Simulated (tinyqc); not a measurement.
Worked calculation: three-level Kane dispersion of a narrow-gap semiconductor. Values are carried at full precision from step to step, so a last printed digit may differ when a step is redone from the rounded ones.

Zero of energy at Gamma8, c = hbar^2/2m0, P^2 = Ep c. The free-electron term and remote bands are left out, so the heavy holes are flat at E = 0 and the other three bands obey E (E - Eg)(E + Dso) = P^2 k^2 (E + 2 Dso/3). The conduction band is the highest root; its edge is Ec = max(Eg, 0).

Constants: hbar^2/2m0 = 3.80998211 eV angstrom^2; hbar = 6.58211957e-16 eV s; e^2/(4 pi eps0) = 14.39964547 eV angstrom; muB = 5.788381798e-05 eV/T.

Values chosen for the exercise (a gap close to zero; shifted at random, so the results belong to these values and not to a real crystal):
```
symbol  value    unit        meaning
Eg      0.03     eV          E(Gamma6) - E(Gamma8)
Dso     1.03     eV          spin-orbit splitting
Ep      18.1     eV          Kane energy
k       0.015    1/angstrom  wave vector
n       2.3e+17  cm^-3       electron density
eps     13.2                 high-frequency dielectric constant
B       0.5      T           magnetic field
```

## The three bands at one k

Expand the equation into E^3 + a2 E^2 + a1 E + a0 = 0 and give its roots; compare with the two-level form (Dso to infinity) E = Eg/2 +/- sqrt(Eg^2/4 + (2/3) P^2 k^2).

P^2 k^2 = 0.015516 eV^2

a2, a1, a0: 1.000000  -0.046416  -0.010654

roots (eV): -1.0349  -0.0855  0.1204

two-level form (eV): -0.0878  0.1178

The two-level form misses the highest root by -2.6 meV. The order is normal: Gamma6 forms the conduction band.

## Mass at the edge and limiting velocity

m0* = Eg (Eg + Dso)/(Ep (Eg + 2 Dso/3)). In the two-level form the velocity tends to v = sqrt(2/3) P/hbar, and |Eg| = 2 m v^2 with m = 3 |Eg|/(2 Ep), as for a relativistic particle. 1 angstrom = 1e-10 m.

m0* = 0.00245 m0
P = 8.3043 eV angstrom
v = 1.030e+06 m/s
k at which the linear part sets in, |Eg|/(2 hbar v) = 0.00221 1/angstrom

## Fermi level and mass at a given density

Degenerate electrons at T = 0: kF = (3 pi^2 n)^(1/3), 1 cm^-3 = 1e-24 angstrom^-3; EF is the highest root at kF. The momentum (cyclotron, optical) mass is m(E) = hbar^2 k/(dE/dk) = c d(k^2)/dE with d(k^2)/dE = k^2 [1/E + 1/(E - Eg) + 1/(E + Dso) - 1/(E + 2 Dso/3)]; the density of states is k d(k^2)/dE/(2 pi^2).

Edge mass m0* = Eg (Eg + Dso)/(Ep (Eg + 2 Dso/3)).

Compare EF - Ec with the parabolic value c kF^2/m0*.

kF = 0.01895 1/angstrom
EF - Ec = 0.1183 eV
parabolic value = 0.5584 eV
m(EF) = 0.02032 m0
m(EF)/m0* = 8.287
density of states at EF = 5.120e+18 1/(eV cm^3)

The parabola overstates EF - Ec by a factor of 4.72; (EF - Ec)/|Eg| = 3.94, and the two-level rule 1 + 2 (EF - Ec)/|Eg| = 8.890 estimates the mass ratio.

## Plasma and cyclotron energies

hbar wp = sqrt(8 pi c (e^2/4 pi eps0) n/(eps m)), hbar wc = 2 muB B/m (classical limit), with m = m(EF) and, for comparison, the edge mass; n in angstrom^-3.

hbar wp with m(EF), with m0* (meV): 34.39  99.00

hbar wc with m(EF), with m0* (meV): 2.85  23.61

EF - Ec = 118.3 meV is 42 times hbar wc, so the classical value applies.

## Checks

- Roots of the cubic against the 8 x 8 Kane matrix without remote terms: they agree to 1e-10 or better.
- m(E) near the edge against m0*: 0.002452 against 0.002451.

tinyqc: `OMP_NUM_THREADS=1 python tinyqc.py 1050867 1050868 out.jsonl`; about 0.01 s, one thread, shared Intel(R) Xeon(R) Processor @ 2.30GHz.
